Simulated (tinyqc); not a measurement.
Ellipsometry and reflectance of a transparent film on an absorbing substrate: two steps of the calculation.

Air (index 1), film, substrate with N2 = n2 - i k2; time factor exp(+i w t). q_j = sqrt(N_j^2 - sin^2 th), root with positive real part. Fresnel coefficients r_s = (q_a - q_b)/(q_a + q_b), r_p = (N_b^2 q_a - N_a^2 q_b)/(N_b^2 q_a + N_a^2 q_b). tan(Psi) exp(i Delta) = R_p/R_s, Delta taken from 0 to 360 degrees.

Values chosen for this exercise; indices close to those of silicon nitride on silicon: wavelength lam = 800 nm; angle of incidence th = 70 degrees; index of the transparent film n1 = 2.022; film thickness d = 64 nm; index of the substrate n2 = 3.692; extinction coefficient of the substrate k2 = 0.0065.

Problem 1. Interface coefficients and thickness period. q0, q1, q2 and the coefficients r01 and r12 for p and s; the results repeat in d with the period lam/(2 q1).

Find: q0; q1; q2; r01,p; r01,s; r12,p; r12,s; period.

Solution 1.

q0 = 0.34202
q1 = 1.7904
q2 = 3.5704-0.0067i
r01,p = -0.12294
r01,s = -0.67922
r12,p = 0.25145-0.00077i
r12,s = -0.33205+0.00084i
period = 223.42 nm

Problem 2. Psi, Delta and reflectances. beta = 2 pi d q1/lam, X = exp(-2 i beta), R = (r01 + r12 X)/(1 + r01 r12 X) for p and s.

q1 = 1.7903803
r01,p = -0.12294461
r01,s = -0.67921585
r12,p = 0.25144573-0.00076751i
r12,s = -0.33204747+0.00083748i

Find: beta; X; R_p; R_s; Psi; Delta; |R_p|^2; |R_s|^2.

Solution 2.

beta = 0.89994 rad
X = -0.22709-0.97387i
R_p = -0.18661-0.23740i
R_s = -0.67846+0.18377i
Psi = 23.248 degrees
Delta = 66.986 degrees
|R_p|^2 = 0.091181
|R_s|^2 = 0.49408

The bare substrate gives Psi = 9.129 and Delta = 179.67 degrees.

Computed by the program tinyqc: `OMP_NUM_THREADS=1 python tinyqc.py 2870116 2870117 out.jsonl`, one thread of a shared Intel Xeon 2.30GHz, about 0.3 s for the whole run.
